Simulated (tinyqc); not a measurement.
## The weight eta from points of equal mobility

Problem. If the mobility depends on E = q (Ndep + eta Ns)/(eps0 eps_r) alone, two points of equal mobility on its falling branch have equal E. Find eta and E.

Values chosen for this exercise:
```
symbol,value,unit,meaning
eps_r,11.7,,relative permittivity of the semiconductor
```

Constants: q = 1.602176634e-19 C, eps0 = 8.8541878128e-14 F/cm where lengths are in cm. Results are converted to the units shown.

Ndep at two body biases (cm^-2): [1.4161208e12, 2.3855650e12]
Ns at which the mobility is the same (cm^-2): [9.5e12, 7.1917995e12]

Solution. eta is the ratio of the differences of Ndep and Ns.

eta = 0.420
E = 0.836 MV/cm

Program tinyqc, `OMP_NUM_THREADS=1 python tinyqc.py 2510102 2510103 out.jsonl`; Intel Xeon 2.30GHz, shared host, one thread, about 0.01 s.
